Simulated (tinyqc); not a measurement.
# Microkinetic model of low-temperature epitaxy from hydride gases: adsorption, hydrogen desorption and rate control, step by step

A worked calculation. Computed by tinyqc, a small Python program that keeps every step. Command: `OMP_NUM_THREADS=1 python tinyqc.py 3023480 3023481 out.jsonl hepi walk`. One thread of a shared host (Intel(R) Xeon(R) Processor @ 2.30GHz), about 0.01 s of CPU time with the checks. Intermediate numbers are printed to about 7 digits and carried at full precision; extremes and crossings named in words are read from the listed rows.

Each hydride molecule needs two free sites and leaves four hydrogen atoms, of which two leave at once as H2; theta is the hydrogen coverage, the site density is 6.78 per nm^2 and one layer is 1.358 angstrom thick.

Inputs (values chosen for the exercise, close to those used for silane and germane, with second-order desorption as on Si(111) but the site density of Si(001)):

| quantity | value | unit |
|---|---|---|
| silane pressure p_S | 0.011 | Pa |
| sticking prefactor of silane s0 | 0.01 | - |
| adsorption barrier E_s | 0.2 | eV |
| desorption prefactor nu_d | 3.7e+12 | 1/s |
| desorption energy on silicon E_d | 2.11 | eV |
| hydrogen carrier pressure p_H | 650 | Pa |
| sticking of hydrogen s_H | 9.7e-07 | - |
| temperature T | 700 | C |
| germane pressure p_G | 0.00016 | Pa |
| sticking ratio of germane to silane r_G | 2.3 | - |
| lowering of E_d per unit germanium fraction, dE | 0.32 | eV |

Film: silicon-germanium. Order of hydrogen desorption: second.

Constants: k_B = 8.617333262e-05 eV/K; u = 1.6605390666e-27 kg; k_B = 1.380649e-23 J/K.

## Rate constants

Flux per site F = p/(sqrt(2 pi M k_B T) x 6.78e18 per m^2), M = 32.12 u (silane), 76.63 u (germane), 2.016 u (hydrogen); s = s0 exp(-E_s/(k_B T)); k_S = s F_S, k_G = r_G s F_G; germanium fraction x = k_G/(k_S + k_G); k = k_S + k_G; k_H = s_H F_H; k_d = nu_d exp(-(E_d - dE x)/(k_B T)). Temperatures in kelvin are T(C) + 273.15.

k = 0.02274937 1/s

germanium fraction x = 0.02120008

k_H = 5.531770 1/s

k_d = 47.42466 1/s

## Coverage and growth rate

With k the hydride and k_H the hydrogen adsorption rate on free pairs and k_d the desorption rate, steady state: 2 (k + k_H)(1 - theta)^2 = k_d theta^2; growth rate R = k (1 - theta)^2 layers/s; 1 layer/s = 8.148 nm/min. With c = 2 (k + k_H)/k_d the free share is 1 - theta = 1/(1 + sqrt(c)).

c = 0.2342460

hydrogen coverage theta = 0.3261409

growth rate R in layers = 0.01033017 layers/s

growth rate G = 0.08417024 nm/min

Adsorption and desorption share control.

## Degrees of rate control

X_i = d ln R/d ln k_i at fixed other constants. With f = 1 - theta and a = 2/f + 2/theta: d ln f/d ln k_d = 1/(a f), so X_d = 2/(a f), X_k = 1 - X_d k/(k + k_H), X_H = -X_d k_H/(k + k_H); they sum to 1.

X_d (desorption) = 0.3261409

X_k (hydride adsorption) = 0.9986642

X_H (hydrogen adsorption) = -0.3248051

## Two regimes over temperature

Limits: desorption-limited R = k_d k/(2 (k + k_H)), adsorption-limited R = k.

Growth:

| T (C) | theta | G (nm/min) | desorption limit (nm/min) | adsorption limit (nm/min) |
|---|---|---|---|---|
| 400 | 0.9929929 | 3.780243e-06 | 3.833781e-06 | 0.0769926 |
| 450 | 0.9754605 | 5.677462e-05 | 5.966710e-05 | 0.0942805 |
| 500 | 0.9292208 | 5.621549e-04 | 6.510557e-04 | 0.1122133 |
| 550 | 0.8320994 | 3.679011e-03 | 5.313501e-03 | 0.1305048 |
| 600 | 0.6763653 | 1.559739e-02 | 3.409489e-02 | 0.1489161 |
| 650 | 0.4916130 | 4.322783e-02 | 1.788615e-01 | 0.1672532 |
| 700 | 0.3261409 | 8.417024e-02 | 7.913126e-01 | 0.1853618 |
| 750 | 0.2057424 | 1.281386e-01 | 3.027138e+00 | 0.2031221 |
| 800 | 0.1280659 | 1.675960e-01 | 1.021872e+01 | 0.2204431 |
| 850 | 0.0805031 | 2.005956e-01 | 3.095253e+01 | 0.2372581 |

The apparent activation energy of G is 2.27 eV between the first rows and 0.37 eV between the last; full hydrogen cover gives a value near the desorption energy (plus E_s where k_H far exceeds k), a bare surface one near E_s less k_B T/2 from the flux. The coverage passes one half between 600 and 650 C, the knee of the Arrhenius plot.

Checks made by the program: steady coverage against time integration of d theta/dt (relative difference below 1e-10); degree of control against a finite difference (relative difference below 1e-10).
